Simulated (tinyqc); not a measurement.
Inside a calculation. Model: double-gate transistor, scale length and short-channel effects.

tinyqc, about 0.01 s, one thread, Intel Xeon 2.30GHz (shared host): `OMP_NUM_THREADS=1 python tinyqc.py 2420042 2420043 out.jsonl` Printed values are rounded.

A body of thickness ts between two insulators of thickness ti and two tied gates. Below threshold the potential that source and drain add obeys Laplace's equation and vanishes on the gate. Its lowest mode decays along the channel as exp(-k y); k is the smallest positive root of the matching condition at the interface, and the scale length is Lambda = pi/k.

Inputs (values chosen for the exercise); permittivities: semiconductor made up, insulator close to that of aluminium oxide: temperature T = 300 K; relative permittivity of the semiconductor eps_r = 9.74; relative permittivity of the insulator ei = 9.15; insulator thickness ti = 3.7 nm; body thickness ts = 9.8 nm; channel length L = 37 nm; potential of the source Vbi = 1 V; potential of the barrier top at threshold sT = 0.64 V; long-channel threshold VTL = 0.35 V; long-channel body factor m = 1; drain voltage Vds = 0.7 V.

Constants: q = 1.602176634e-19 C, kB = 1.380649e-23 J/K, Vt = kB T/q. Results are converted to the units shown.

## Scan of the matching condition

k, point 0 to 7 (1/nm): 0.02875  0.0575  0.08625  0.115  0.14375  0.1725  0.20125  0.23

f(k) = ei cos(k ti) cos(k ts/2) - eps_r sin(k ti) sin(k ts/2).

f(k), point 0 to 7: 8.862945  8.019249  6.670258  4.898074  2.810556  0.534765  -1.790768  -4.024463

The first change of sign lies between k = 0.1725 and 0.20125 1/nm.

## Iteration 1: decay constant by Newton steps

k at the start = 0.1725 1/nm

f(k) = ei cos(k ti) cos(k ts/2) - eps_r sin(k ti) sin(k ts/2); f' by a central difference with +/- 1e-5 1/nm; k(new) = k - f/f'.

f = 0.5347647
f' = -80.84494 nm
k after iteration 1 = 0.1791147 1/nm

## Iteration 2: decay constant by Newton steps

As before.

f = -0.001034311
f' = -81.11394 nm
k after iteration 2 = 0.1791019 1/nm

## Course of the iteration: decay constant by Newton steps

Stop when k changes by less than 1e-10 1/nm, or after 30 iterations.

Course of the iteration:
```
iteration   k (1/nm)  |change| (1/nm)
1          0.1791147          6.61e-3
2          0.1791019          1.28e-5
3          0.1791019         2.09e-11
```

Converged in 3 iterations. The change falls from 0.0066 in the first iteration to below the tolerance in the last.

## Scale length against simple estimates

k = 0.1791019 1/nm

Lambda = pi/k and l = 1/k. A parabolic potential across the structure gives l(parabolic) = sqrt((eps_r/(2 ei)) ts ti (1 + ei ts/(4 eps_r ti))).

Lambda = 17.54081 nm
l = 5.583412 nm
l(parabolic) = 5.595001 nm

The parabolic estimate is 0.21 % above l.

## Threshold shift, barrier position and swing

Along the channel psi(y) = s + a exp(y/l) + b exp(-y/l) with psi(0) = Vbi, psi(L) = Vbi + Vds and l = 1/k = Lambda/pi; with A = Vbi - s, B = A + Vds, x = exp(-L/l): a = (B - A x) x/(1 - x^2), b = (A - B x)/(1 - x^2). The minimum is s + 2 sqrt(a b), at y = (l/2) ln(b/a). The long-channel potential follows the gate as s = sT + (Vg - VTL)/m, and the threshold VT is the gate voltage at which the minimum equals sT. Swing = m Vt ln 10/g at threshold, g = d(minimum)/ds = 1 - (b x + a)/((1 + x) sqrt(a b)).

s at threshold = 0.5910872 V
a = 0.001467964 V
b = 0.4074448 V
position of the minimum = 15.70622 nm
VT = 0.3010872 V
swing = 64.84221 mV/decade

The threshold lies 48.9 mV below the long-channel value, and the barrier top sits at 0.42 L from the source.
